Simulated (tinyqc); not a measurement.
## Voltage drop against the pad pitch

A grid of 25 by 25 nodes with segments Rx (rows) and Ry (columns); every node draws I1 and the central node kh I1; pads with resistance Rp sit at the nodes whose row and column are multiples of the pitch, counting from 0. The drops u = Vdd - V follow from G u = i, with G the conductance matrix and i the load currents, solved directly.

Values chosen for this exercise:
- Vdd = 0.65 V (supply voltage)
- Rx = 0.37 ohm (resistance of a horizontal segment)
- Ry = 0.61 ohm (resistance of a vertical segment)
- Rp = 0.21 ohm (resistance from a pad node to the supply)
- kh = 3 (factor on the load at the hot node)
- I1 = 0.62 mA (load current of a node in the large grid)

Voltage drop against the pad pitch:
```
pitch (nodes),pads,worst drop (mV),mean drop (mV),largest drop at a pad (mV),largest pad current (mA),worst drop over Vdd (%)
1,625,0.2360,0.1306,0.2360,1.124,0.03630
2,169,0.8584,0.6668,0.6478,3.085,0.1321
3,81,1.958,1.592,1.301,6.197,0.3012
4,49,3.607,2.904,2.175,10.36,0.5550
6,25,8.047,6.611,4.430,21.09,1.238
8,16,14.45,11.65,6.852,32.63,2.223
12,9,28.22,25.03,13.79,65.69,4.342
24,4,97.94,86.69,20.41,97.19,15.07
```

What does the table show?

The worst drop goes from 0.236 to 97.9 mV while the number of pads falls from 625 to 4; between the last two rows it goes as pitch^(1.80). The largest drop at a pad is 100 % of the worst drop in the first row and 20.8 % in the last; the rest falls along the wires. For pitch = 24 the drop exceeds 15 % of the supply, where loads no longer draw a fixed current.

Program tinyqc, `OMP_NUM_THREADS=1 python tinyqc.py 2770220 2770221 out.jsonl`; Intel Xeon 2.30GHz, shared host, one thread, about 0.3 s.
